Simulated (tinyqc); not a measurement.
Inside a calculation. Method: Pariser-Parr-Pople SCF with singles CI, for the molecule [CH2+]c1ccccc1 (SMILES; centres numbered as the heavy atoms are written). One step of it, computed by the program tinyqc.

Problem. Singles CI, singlets. Over the 9 single excitations with the smallest orbital gaps: A = (e_a - e_i) delta + 2 (ia|jb) - (ij|ab), with (pq|rs) = sum c_mp c_mq gamma_mn c_nr c_ns. f = 2/3 w |mu|^2 in atomic units, mu = sqrt2 sum c_ia sum_m c_mi c_ma R_m.

orbital energies (eV): [-17.529946, -15.115877, -14.415068, -8.502247, -5.271457, -4.893424, -2.592556]

coefficients, order 1C, 2C, 3C, 4C, 5C, 6C, 7C:
```
[[0.317824, -0.427773, 0.000000, 0.720211, 0.000000, -0.408343, -0.174784],
 [0.547248, -0.455219, 0.000000, -0.093125, 0.000000, 0.563748, 0.408426],
 [0.397508, -0.025880, 0.517426, -0.393017, -0.481944, -0.190615, -0.387971],
 [0.314049, 0.384146, 0.481944, 0.025776, 0.517426, -0.288857, 0.411950],
 [0.293650, 0.559742, 0.000000, 0.402951, 0.000000, 0.525261, -0.402728],
 [0.314049, 0.384146, -0.481944, 0.025776, -0.517426, -0.288857, 0.411950],
 [0.397508, -0.025880, -0.517426, -0.393017, 0.481944, -0.190615, -0.387971]]
```

repulsion gamma_rs (eV), order 1C, 2C, 3C, 4C, 5C, 6C, 7C:
```
[[11.130000, 5.345539, 3.872515, 2.881267, 2.621087, 2.881267, 3.872515],
 [5.345539, 11.130000, 5.346287, 3.872515, 3.517455, 3.872515, 5.346287],
 [3.872515, 5.346287, 11.130000, 5.345539, 3.872515, 3.518103, 3.873196],
 [2.881267, 3.872515, 5.345539, 11.130000, 5.346287, 3.873196, 3.518103],
 [2.621087, 3.517455, 3.872515, 5.346287, 11.130000, 5.346287, 3.872515],
 [2.881267, 3.872515, 3.518103, 3.873196, 5.346287, 11.130000, 5.345539],
 [3.872515, 5.346287, 3.873196, 3.518103, 3.872515, 5.345539, 11.130000]]
```

Centres (angstrom, eV; a flat drawing with bonds scaled to 1.40 angstrom):
```
centre          x          y  core charge z          W   gamma_rr
1C       2.400000   0.000000              1  11.160000  11.130000
2C       1.000000   0.000000              1  11.160000  11.130000
3C       0.300000   1.212000              1  11.160000  11.130000
4C      -1.100000   1.212000              1  11.160000  11.130000
5C      -1.800000   0.000000              1  11.160000  11.130000
6C      -1.100000  -1.212000              1  11.160000  11.130000
7C       0.300000  -1.212000              1  11.160000  11.130000
```

Give: singlet CI matrix; singlet excitation energies; oscillator strengths.

Solution.

singlet CI matrix (eV), order 3>4, 2>4, 1>4, 3>5, 3>6, 2>5, 2>6, 3>7, 1>5:
```
[[2.6459, 0.0000, 0.0000, 0.0000, 0.1906, -0.4228, 0.0000, 0.3124, 0.2210],
 [0.0000, 4.1572, 0.0508, 0.4457, 0.0000, 0.0000, -0.0776, 0.0000, 0.0000],
 [0.0000, 0.0508, 5.6380, 0.3193, 0.0000, 0.0000, 0.2268, 0.0000, 0.0000],
 [0.0000, 0.4457, 0.3193, 6.2390, 0.0000, 0.0000, 0.2770, 0.0000, 0.0000],
 [0.1906, 0.0000, 0.0000, 0.0000, 5.8405, -0.6449, 0.0000, -0.0238, 0.0852],
 [-0.4228, 0.0000, 0.0000, 0.0000, -0.6449, 6.2146, 0.0000, 0.1467, 0.0826],
 [0.0000, -0.0776, 0.2268, 0.2770, 0.0000, 0.0000, 7.0857, 0.0000, 0.0000],
 [0.3124, 0.0000, 0.0000, 0.0000, -0.0238, 0.1467, 0.0000, 8.1156, 0.2463],
 [0.2210, 0.0000, 0.0000, 0.0000, 0.0852, 0.0826, 0.0000, 0.2463, 8.4812]]
```

singlet excitation energies (eV): [2.5654, 4.0599, 5.3550, 5.5014, 6.3260, 6.7419, 7.2324, 8.0046, 8.6308]

oscillator strengths: [0.0642, 0.6468, 0.0186, 0.2254, 0.5791, 0.7547, 0.1464, 0.0074, 0.0088]
